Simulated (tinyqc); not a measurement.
Coupled-perturbed Hartree-Fock on RHF in the sto-3g basis, for H2, spin multiplicity 1, step by step. One step of it, computed by the program tinyqc.

Question. Iteration 3 (converged): orbitals. Diagonalise F' = X^T F X, C = X C', fill 1 alpha and 1 beta electrons from the bottom; D = 2 C_occ C_occ^T. Each column has its largest component positive (the first on a tie).

converged F (hartree), order 1H 1s, 2H 1s:
```
[[-0.205719, -0.424155],
 [-0.424155, -0.205719]]
```

X, order 1H 1s, 2H 1s:
```
[[1.075963, -0.236668],
 [-0.236668, 1.075963]]
```

Give: F' = X^T F X; orbital energies; coefficients C; D after iteration 3.

Answer.

F' = X^T F X (hartree):
```
[[-0.0337, -0.4100],
 [-0.4100, -0.0337]]
```

orbital energies (hartree): [-0.4437, 0.3764]

coefficients C, order 1H 1s, 2H 1s:
```
[[0.5935, 0.9282],
 [0.5935, -0.9282]]
```

D after iteration 3, order 1H 1s, 2H 1s:
```
[[0.7044, 0.7044],
 [0.7044, 0.7044]]
```
